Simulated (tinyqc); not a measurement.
Worked calculation (part 1 of 2): UHF in the sto-3g basis, for BeH2, spin multiplicity 1. Computed by tinyqc, a small Python program that keeps every step (integrals from PySCF). Settings: charge = 0, multiplicity = 1, basis = sto-3g, energy threshold = 1e-08, iteration cap = 56, orthogonalisation = symmetric, start = core, DIIS depth = 0, method = UHF, break = 0.7. Command: `OMP_NUM_THREADS=1 python tinyqc.py 31551 31552 out.jsonl` (the two numbers bound the seeds that draw the settings). One thread of a shared host (Intel(R) Xeon(R) Processor @ 2.60GHz), about 0.1 s of CPU time with the checks. Later iterations appear only in the table of the cycle.

## One-electron integrals

Geometry (angstrom):
```
atom        x         y        z
Be    0.00000   0.00000  0.00000
H     0.00000   1.46400  0.03700
H     0.00000  -1.46400  0.03700
```

Basis sto-3g: exponents (1/bohr^2) and contraction coefficients of normalised primitives:
```
element  l (shell)  exponent  coefficient
Be           s (1)  30.16787      0.15433
Be           s (1)   5.49512      0.53533
Be           s (1)   1.48719      0.44463
Be           s (2)   1.31483     -0.09997
Be           s (2)   0.30554      0.39951
Be           s (2)   0.09937      0.70012
Be           p (3)   1.31483      0.15592
Be           p (3)   0.30554      0.60768
Be           p (3)   0.09937      0.39196
H            s (1)   3.42525      0.15433
H            s (1)   0.62391      0.53533
H            s (1)   0.16886      0.44463
```

Overlap, kinetic and nuclear-attraction integrals over the contracted functions; the nuclear repulsion is the sum of Za Zb / Rab.

nuclear repulsion = 3.0714856 hartree

overlap S:
```
          1Be 1s   1Be 2s  1Be 2px   1Be 2py  1Be 2pz    2H 1s     3H 1s
1Be 1s   1.00000  0.25952  0.00000   0.00000  0.00000  0.05284   0.05284
1Be 2s   0.25952  1.00000  0.00000   0.00000  0.00000  0.41062   0.41062
1Be 2px  0.00000  0.00000  1.00000   0.00000  0.00000  0.00000   0.00000
1Be 2py  0.00000  0.00000  0.00000   1.00000  0.00000  0.48826  -0.48826
1Be 2pz  0.00000  0.00000  0.00000   0.00000  1.00000  0.01234   0.01234
2H 1s    0.05284  0.41062  0.00000   0.48826  0.01234  1.00000   0.02124
3H 1s    0.05284  0.41062  0.00000  -0.48826  0.01234  0.02124   1.00000
```

kinetic energy T (hartree):
```
           1Be 1s    1Be 2s  1Be 2px   1Be 2py  1Be 2pz     2H 1s     3H 1s
1Be 1s    6.69397  -0.03301  0.00000   0.00000  0.00000  -0.01411  -0.01411
1Be 2s   -0.03301   0.21111  0.00000   0.00000  0.00000   0.05127   0.05127
1Be 2px   0.00000   0.00000  0.66059   0.00000  0.00000   0.00000   0.00000
1Be 2py   0.00000   0.00000  0.00000   0.66059  0.00000   0.15419  -0.15419
1Be 2pz   0.00000   0.00000  0.00000   0.00000  0.66059   0.00390   0.00390
2H 1s    -0.01411   0.05127  0.00000   0.15419  0.00390   0.76003  -0.00725
3H 1s    -0.01411   0.05127  0.00000  -0.15419  0.00390  -0.00725   0.76003
```

nuclear attraction V (hartree):
```
            1Be 1s    1Be 2s   1Be 2px   1Be 2py   1Be 2pz     2H 1s     3H 1s
1Be 1s   -15.28378  -2.08680   0.00000   0.00000  -0.00076  -0.42315  -0.42315
1Be 2s    -2.08680  -3.00288   0.00000   0.00000  -0.00676  -1.16073  -1.16073
1Be 2px    0.00000   0.00000  -2.91616   0.00000   0.00000   0.00000   0.00000
1Be 2py    0.00000   0.00000   0.00000  -3.12111   0.00000  -1.34692   1.34692
1Be 2pz   -0.00076  -0.00676   0.00000   0.00000  -2.91629  -0.03469  -0.03469
2H 1s     -0.42315  -1.16073   0.00000  -1.34692  -0.03469  -2.84591  -0.07105
3H 1s     -0.42315  -1.16073   0.00000   1.34692  -0.03469  -0.07105  -2.84591
```

core Hamiltonian H = T + V (hartree):
```
           1Be 1s    1Be 2s   1Be 2px   1Be 2py   1Be 2pz     2H 1s     3H 1s
1Be 1s   -8.58981  -2.11981   0.00000   0.00000  -0.00076  -0.43726  -0.43726
1Be 2s   -2.11981  -2.79177   0.00000   0.00000  -0.00676  -1.10946  -1.10946
1Be 2px   0.00000   0.00000  -2.25557   0.00000   0.00000   0.00000   0.00000
1Be 2py   0.00000   0.00000   0.00000  -2.46051   0.00000  -1.19273   1.19273
1Be 2pz  -0.00076  -0.00676   0.00000   0.00000  -2.25570  -0.03079  -0.03079
2H 1s    -0.43726  -1.10946   0.00000  -1.19273  -0.03079  -2.08588  -0.07831
3H 1s    -0.43726  -1.10946   0.00000   1.19273  -0.03079  -0.07831  -2.08588
```

## Two-electron integrals

Functions are numbered as in S; the eight-fold symmetry (ij|kl) = (ji|kl) = (kl|ij) leaves the list below.

Two-electron integrals (ij|kl) in chemists' order, unique and non-zero (hartree):
```
(11|11) 2.29883     (21|11) 0.39204     (21|21) 0.07954     (22|11) 0.57099
(22|21) 0.14304     (22|22) 0.41768     (31|31) 0.01461     (32|31) 0.02189
(32|32) 0.09226     (33|11) 0.56958     (33|21) 0.14308     (33|22) 0.41759
(33|33) 0.44986     (41|41) 0.01461     (42|41) 0.02189     (42|42) 0.09226
(43|43) 0.02425     (44|11) 0.56958     (44|21) 0.14308     (44|22) 0.41759
(44|33) 0.40136     (44|44) 0.44986     (51|51) 0.01461     (52|51) 0.02189
(52|52) 0.09226     (53|53) 0.02425     (54|54) 0.02425     (55|11) 0.56958
(55|21) 0.14308     (55|22) 0.41759     (55|33) 0.40136     (55|44) 0.40136
(55|55) 0.44986     (61|11) 0.07885     (61|21) 0.01599     (61|22) 0.02899
(61|33) 0.02879     (61|41) 0.00142     (61|42) 0.00267     (61|44) 0.02942
(61|51) 3.58e-05    (61|52) 0.00007     (61|54) 1.60e-05    (61|55) 0.02879
(61|61) 0.00337     (62|11) 0.19238     (62|21) 0.04891     (62|22) 0.15571
(62|33) 0.14980     (62|41) 0.00640     (62|42) 0.03935     (62|44) 0.16740
(62|51) 0.00016     (62|52) 0.00099     (62|54) 0.00044     (62|55) 0.14981
(62|61) 0.01088     (62|62) 0.08660     (63|31) 0.00448     (63|32) 0.02099
(63|43) 0.00680     (63|53) 0.00017     (63|63) 0.00793     (64|11) 0.20678
(64|21) 0.05321     (64|22) 0.17764     (64|33) 0.16711     (64|41) 0.01039
(64|42) 0.06121     (64|44) 0.19850     (64|51) 0.00015     (64|52) 0.00102
(64|54) 0.00062     (64|55) 0.16712     (64|61) 0.01236     (64|62) 0.11234
(64|64) 0.15043     (65|11) 0.00523     (65|21) 0.00134     (65|22) 0.00449
(65|33) 0.00422     (65|41) 0.00015     (65|42) 0.00102     (65|44) 0.00467
(65|51) 0.00448     (65|52) 0.02101     (65|54) 0.00682     (65|55) 0.00457
(65|61) 0.00031     (65|62) 0.00284     (65|64) 0.00360     (65|65) 0.00802
(66|11) 0.35931     (66|21) 0.09298     (66|22) 0.33185     (66|33) 0.30783
(66|41) 0.01424     (66|42) 0.11314     (66|44) 0.37959     (66|51) 0.00036
(66|52) 0.00286     (66|54) 0.00181     (66|55) 0.30787     (66|61) 0.02121
(66|62) 0.23464     (66|64) 0.32310     (66|65) 0.00817     (66|66) 0.77461
(71|11) 0.07885     (71|21) 0.01599     (71|22) 0.02899     (71|33) 0.02879
(71|41) -0.00142    (71|42) -0.00267    (71|44) 0.02942     (71|51) 3.58e-05
(71|52) 0.00007     (71|54) -1.60e-05   (71|55) 0.02879     (71|61) 0.00308
(71|62) 0.00918     (71|64) 0.00963     (71|65) 0.00027     (71|66) 0.01724
(71|71) 0.00337     (72|11) 0.19238     (72|21) 0.04891     (72|22) 0.15571
(72|33) 0.14980     (72|41) -0.00640    (72|42) -0.03935    (72|44) 0.16740
(72|51) 0.00016     (72|52) 0.00099     (72|54) -0.00044    (72|55) 0.14981
(72|61) 0.00918     (72|62) 0.04475     (72|64) 0.04667     (72|65) 0.00145
(72|66) 0.08939     (72|71) 0.01088     (72|72) 0.08660     (73|31) 0.00448
(73|32) 0.02099     (73|43) -0.00680    (73|53) 0.00017     (73|63) 0.00323
(73|73) 0.00793     (74|11) -0.20678    (74|21) -0.05321    (74|22) -0.17764
(74|33) -0.16711    (74|41) 0.01039     (74|42) 0.06121     (74|44) -0.19850
(74|51) -0.00015    (74|52) -0.00102    (74|54) 0.00062     (74|55) -0.16712
(74|61) -0.00963    (74|62) -0.04667    (74|64) -0.04701    (74|65) -0.00149
(74|66) -0.09231    (74|71) -0.01236    (74|72) -0.11234    (74|74) 0.15043
(75|11) 0.00523     (75|21) 0.00134     (75|22) 0.00449     (75|33) 0.00422
(75|41) -0.00015    (75|42) -0.00102    (75|44) 0.00467     (75|51) 0.00448
(75|52) 0.02101     (75|54) -0.00682    (75|55) 0.00457     (75|61) 0.00027
(75|62) 0.00145     (75|64) 0.00149     (75|65) 0.00328     (75|66) 0.00296
(75|71) 0.00031     (75|72) 0.00284     (75|74) -0.00360    (75|75) 0.00802
(76|11) 0.01325     (76|21) 0.00328     (76|22) 0.00927     (76|33) 0.00914
(76|44) 0.00954     (76|51) 2.20e-05    (76|52) 0.00011     (76|55) 0.00914
(76|61) 0.00067     (76|62) 0.00355     (76|64) 0.00411     (76|65) 0.00013
(76|66) 0.00776     (76|71) 0.00067     (76|72) 0.00355     (76|74) -0.00411
(76|75) 0.00013     (76|76) 0.00021     (77|11) 0.35931     (77|21) 0.09298
(77|22) 0.33185     (77|33) 0.30783     (77|41) -0.01424    (77|42) -0.11314
(77|44) 0.37959     (77|51) 0.00036     (77|52) 0.00286     (77|54) -0.00181
(77|55) 0.30787     (77|61) 0.01724     (77|62) 0.08939     (77|64) 0.09231
(77|65) 0.00296     (77|66) 0.18072     (77|71) 0.02121     (77|72) 0.23464
(77|74) -0.32310    (77|75) 0.00817     (77|76) 0.00776     (77|77) 0.77461
```

## Orthogonalisation

S = U s U^T; symmetric (Loewdin) form X = U s^(-1/2) U^T, so that X^T S X = 1.

eigenvalues of S: 0.29879  0.39785  0.94716  1.00000  1.00095  1.67526  1.67997

X:
```
           1Be 1s    1Be 2s  1Be 2px   1Be 2py   1Be 2pz     2H 1s     3H 1s
1Be 1s    1.02857  -0.15239  0.00000   0.00000  -0.00049   0.02042   0.02042
1Be 2s   -0.15239   1.20120  0.00000   0.00000   0.00512  -0.26523  -0.26523
1Be 2px   0.00000   0.00000  1.00000   0.00000   0.00000   0.00000   0.00000
1Be 2py   0.00000   0.00000  0.00000   1.29234   0.00000  -0.37398   0.37398
1Be 2pz  -0.00049   0.00512  0.00000   0.00000   1.00015  -0.00782  -0.00782
2H 1s     0.02042  -0.26523  0.00000  -0.37398  -0.00782   1.23187  -0.07674
3H 1s     0.02042  -0.26523  0.00000   0.37398  -0.00782  -0.07674   1.23187
```

## Starting guess

The start is the orbitals of the core Hamiltonian, with HOMO and LUMO mixed by +/-0.7 rad for the two spins; D(s) = C_occ C_occ^T for each spin.

D(alpha) at the start:
```
           1Be 1s    1Be 2s   1Be 2px   1Be 2py   1Be 2pz     2H 1s     3H 1s
1Be 1s    1.04446  -0.15794  -0.11792   0.00000  -0.00493  -0.00609  -0.00609
1Be 2s   -0.15794   0.53184   0.46955   0.00000   0.01942   0.04964   0.04964
1Be 2px  -0.11792   0.46955   0.41502   0.00000   0.01717   0.04401   0.04401
1Be 2py   0.00000   0.00000   0.00000   1.04392   0.00000  -0.02300   0.02300
1Be 2pz  -0.00493   0.01942   0.01717   0.00000   0.00071   0.00182   0.00182
2H 1s    -0.00609   0.04964   0.04401  -0.02300   0.00182   0.00521   0.00420
3H 1s    -0.00609   0.04964   0.04401   0.02300   0.00182   0.00420   0.00521
```

D(beta) at the start:
```
           1Be 1s    1Be 2s   1Be 2px   1Be 2py   1Be 2pz     2H 1s     3H 1s
1Be 1s    1.04446  -0.15794   0.11792   0.00000  -0.00493  -0.00609  -0.00609
1Be 2s   -0.15794   0.53184  -0.46955   0.00000   0.01942   0.04964   0.04964
1Be 2px   0.11792  -0.46955   0.41502   0.00000  -0.01717  -0.04401  -0.04401
1Be 2py   0.00000   0.00000   0.00000   1.04392   0.00000  -0.02300   0.02300
1Be 2pz  -0.00493   0.01942  -0.01717   0.00000   0.00071   0.00182   0.00182
2H 1s    -0.00609   0.04964  -0.04401  -0.02300   0.00182   0.00521   0.00420
3H 1s    -0.00609   0.04964  -0.04401   0.02300   0.00182   0.00420   0.00521
```

## Iteration 1: building the Fock matrix

J_ij = sum D_kl (ij|kl) with D = D(alpha) + D(beta), K_ij = sum D_kl (ik|jl) for each spin; F = H + J - K(s); E = tr D H + tr D J / 2 - 0.5 sum_s tr D(s) K(s) + E_nn.

Coulomb J (hartree):
```
          1Be 1s   1Be 2s  1Be 2px   1Be 2py  1Be 2pz    2H 1s     3H 1s
1Be 1s   6.86681  1.34940  0.00000   0.00000  0.00152  0.27303   0.27303
1Be 2s   1.34940  2.80061  0.00000   0.00000  0.00731  1.02516   1.02516
1Be 2px  0.00000  0.00000  2.78951   0.00000  0.00000  0.00000   0.00000
1Be 2py  0.00000  0.00000  0.00000   2.85321  0.00000  1.15805  -1.15805
1Be 2pz  0.00152  0.00731  0.00000   0.00000  2.74933  0.03022   0.03022
2H 1s    0.27303  1.02516  0.00000   1.15805  0.03022  2.12886   0.06378
3H 1s    0.27303  1.02516  0.00000  -1.15805  0.03022  0.06378   2.12886
```

exchange K(alpha) (hartree):
```
          1Be 1s   1Be 2s  1Be 2px   1Be 2py  1Be 2pz     2H 1s     3H 1s
1Be 1s   2.34200  0.41971  0.01150   0.00000  0.00052   0.09143   0.09143
1Be 2s   0.41971  0.42210  0.23498   0.00000  0.01021   0.18021   0.18021
1Be 2px  0.01150  0.23498  0.27299   0.00000  0.00769   0.09079   0.09079
1Be 2py  0.00000  0.00000  0.00000   0.53193  0.00000   0.22807  -0.22807
1Be 2pz  0.00052  0.01021  0.00769   0.00000  0.09669   0.00532   0.00532
2H 1s    0.09143  0.18021  0.09079   0.22807  0.00532   0.21943  -0.00964
3H 1s    0.09143  0.18021  0.09079  -0.22807  0.00532  -0.00964   0.21943
```

exchange K(beta) (hartree):
```
           1Be 1s    1Be 2s   1Be 2px   1Be 2py   1Be 2pz     2H 1s     3H 1s
1Be 1s    2.34200   0.41971  -0.01150   0.00000   0.00052   0.09143   0.09143
1Be 2s    0.41971   0.42210  -0.23498   0.00000   0.01021   0.18021   0.18021
1Be 2px  -0.01150  -0.23498   0.27299   0.00000  -0.00769  -0.09079  -0.09079
1Be 2py   0.00000   0.00000   0.00000   0.53193   0.00000   0.22807  -0.22807
1Be 2pz   0.00052   0.01021  -0.00769   0.00000   0.09669   0.00532   0.00532
2H 1s     0.09143   0.18021  -0.09079   0.22807   0.00532   0.21943  -0.00964
3H 1s     0.09143   0.18021  -0.09079  -0.22807   0.00532  -0.00964   0.21943
```

F(alpha) (hartree):
```
           1Be 1s    1Be 2s   1Be 2px   1Be 2py   1Be 2pz     2H 1s     3H 1s
1Be 1s   -4.06499  -1.19012  -0.01150   0.00000   0.00024  -0.25566  -0.25566
1Be 2s   -1.19012  -0.41326  -0.23498   0.00000  -0.00966  -0.26451  -0.26451
1Be 2px  -0.01150  -0.23498   0.26095   0.00000  -0.00769  -0.09079  -0.09079
1Be 2py   0.00000   0.00000   0.00000  -0.13924   0.00000  -0.26276   0.26276
1Be 2pz   0.00024  -0.00966  -0.00769   0.00000   0.39694  -0.00589  -0.00589
2H 1s    -0.25566  -0.26451  -0.09079  -0.26276  -0.00589  -0.17645  -0.00488
3H 1s    -0.25566  -0.26451  -0.09079   0.26276  -0.00589  -0.00488  -0.17645
```

F(beta) (hartree):
```
           1Be 1s    1Be 2s  1Be 2px   1Be 2py   1Be 2pz     2H 1s     3H 1s
1Be 1s   -4.06499  -1.19012  0.01150   0.00000   0.00024  -0.25566  -0.25566
1Be 2s   -1.19012  -0.41326  0.23498   0.00000  -0.00966  -0.26451  -0.26451
1Be 2px   0.01150   0.23498  0.26095   0.00000   0.00769   0.09079   0.09079
1Be 2py   0.00000   0.00000  0.00000  -0.13924   0.00000  -0.26276   0.26276
1Be 2pz   0.00024  -0.00966  0.00769   0.00000   0.39694  -0.00589  -0.00589
2H 1s    -0.25566  -0.26451  0.09079  -0.26276  -0.00589  -0.17645  -0.00488
3H 1s    -0.25566  -0.26451  0.09079   0.26276  -0.00589  -0.00488  -0.17645
```

total energy of this density = -14.7294268 hartree

## Iteration 1: diagonalisation and new density

Diagonalise F' = X^T F X, C = X C', fill 3 alpha and 3 beta electrons from the bottom; D(s) = C_occ C_occ^T. Each column has its largest component positive (the first on a tie).

F' = X^T F X (alpha) (hartree):
```
          1         2         3         4         5         6         7
1  -3.95543  -0.67657   0.02027   0.00000   0.00079  -0.03254  -0.03254
2  -0.67657   0.01518  -0.23239   0.00000  -0.00344  -0.23386  -0.23386
3   0.02027  -0.23239   0.26095   0.00000  -0.00747  -0.04272  -0.04272
4   0.00000   0.00000   0.00000   0.22744   0.00000  -0.36661   0.36661
5   0.00079  -0.00344  -0.00747   0.00000   0.39716  -0.00782  -0.00782
6  -0.03254  -0.23386  -0.04272  -0.36661  -0.00782   0.10207  -0.07956
7  -0.03254  -0.23386  -0.04272   0.36661  -0.00782  -0.07956   0.10207
```

orbital energies (alpha) (hartree): MO1 -4.07007, MO2 -0.31688, MO3 -0.31444, MO4 0.22950, MO5 0.39698, MO6 0.50084, MO7 0.72352

coefficients C (alpha):
```
              MO1       MO2       MO3       MO4       MO5       MO6       MO7
1Be 1s    0.98954  -0.20962   0.00000  -0.08979   0.01655  -0.22482   0.00000
1Be 2s    0.03939   0.54368   0.00000   0.54924  -0.06379   1.00197   0.00000
1Be 2px   0.00461   0.33512   0.00000   0.73816   0.03180  -0.58462   0.00000
1Be 2py   0.00000   0.00000   0.51129   0.00000   0.00000   0.00000   1.29941
1Be 2pz   0.00011   0.01313   0.00000   0.00556   0.99775   0.06882   0.00000
2H 1s    -0.00373   0.37560   0.41004  -0.57747   0.01541  -0.51301  -0.90992
3H 1s    -0.00373   0.37560  -0.41004  -0.57747   0.01541  -0.51301   0.90992
```

F' = X^T F X (beta) (hartree):
```
          1         2         3         4         5         6         7
1  -3.95543  -0.67657  -0.02027   0.00000   0.00079  -0.03254  -0.03254
2  -0.67657   0.01518   0.23239   0.00000  -0.00344  -0.23386  -0.23386
3  -0.02027   0.23239   0.26095   0.00000   0.00747   0.04272   0.04272
4   0.00000   0.00000   0.00000   0.22744   0.00000  -0.36661   0.36661
5   0.00079  -0.00344   0.00747   0.00000   0.39716  -0.00782  -0.00782
6  -0.03254  -0.23386   0.04272  -0.36661  -0.00782   0.10207  -0.07956
7  -0.03254  -0.23386   0.04272   0.36661  -0.00782  -0.07956   0.10207
```

orbital energies (beta) (hartree): MO1 -4.07007, MO2 -0.31688, MO3 -0.31444, MO4 0.22950, MO5 0.39698, MO6 0.50084, MO7 0.72352

coefficients C (beta):
```
              MO1       MO2       MO3       MO4       MO5       MO6       MO7
1Be 1s    0.98954  -0.20962   0.00000   0.08979   0.01655  -0.22482   0.00000
1Be 2s    0.03939   0.54368   0.00000  -0.54924  -0.06379   1.00197   0.00000
1Be 2px  -0.00461  -0.33512   0.00000   0.73816  -0.03180   0.58462   0.00000
1Be 2py   0.00000   0.00000   0.51129   0.00000   0.00000   0.00000   1.29941
1Be 2pz   0.00011   0.01313   0.00000  -0.00556   0.99775   0.06882   0.00000
2H 1s    -0.00373   0.37560   0.41004   0.57747   0.01541  -0.51301  -0.90992
3H 1s    -0.00373   0.37560  -0.41004   0.57747   0.01541  -0.51301   0.90992
```

D(alpha) after iteration 1:
```
           1Be 1s    1Be 2s   1Be 2px   1Be 2py   1Be 2pz     2H 1s     3H 1s
1Be 1s    1.02313  -0.07499  -0.06569   0.00000  -0.00264  -0.08242  -0.08242
1Be 2s   -0.07499   0.29714   0.18238   0.00000   0.00714   0.20406   0.20406
1Be 2px  -0.06569   0.18238   0.11233   0.00000   0.00440   0.12585   0.12585
1Be 2py   0.00000   0.00000   0.00000   0.26141   0.00000   0.20965  -0.20965
1Be 2pz  -0.00264   0.00714   0.00440   0.00000   0.00017   0.00493   0.00493
2H 1s    -0.08242   0.20406   0.12585   0.20965   0.00493   0.30922  -0.02705
3H 1s    -0.08242   0.20406   0.12585  -0.20965   0.00493  -0.02705   0.30922
```

D(beta) after iteration 1:
```
           1Be 1s    1Be 2s   1Be 2px   1Be 2py   1Be 2pz     2H 1s     3H 1s
1Be 1s    1.02313  -0.07499   0.06569   0.00000  -0.00264  -0.08242  -0.08242
1Be 2s   -0.07499   0.29714  -0.18238   0.00000   0.00714   0.20406   0.20406
1Be 2px   0.06569  -0.18238   0.11233   0.00000  -0.00440  -0.12585  -0.12585
1Be 2py   0.00000   0.00000   0.00000   0.26141   0.00000   0.20965  -0.20965
1Be 2pz  -0.00264   0.00714  -0.00440   0.00000   0.00017   0.00493   0.00493
2H 1s    -0.08242   0.20406  -0.12585   0.20965   0.00493   0.30922  -0.02705
3H 1s    -0.08242   0.20406  -0.12585  -0.20965   0.00493  -0.02705   0.30922
```
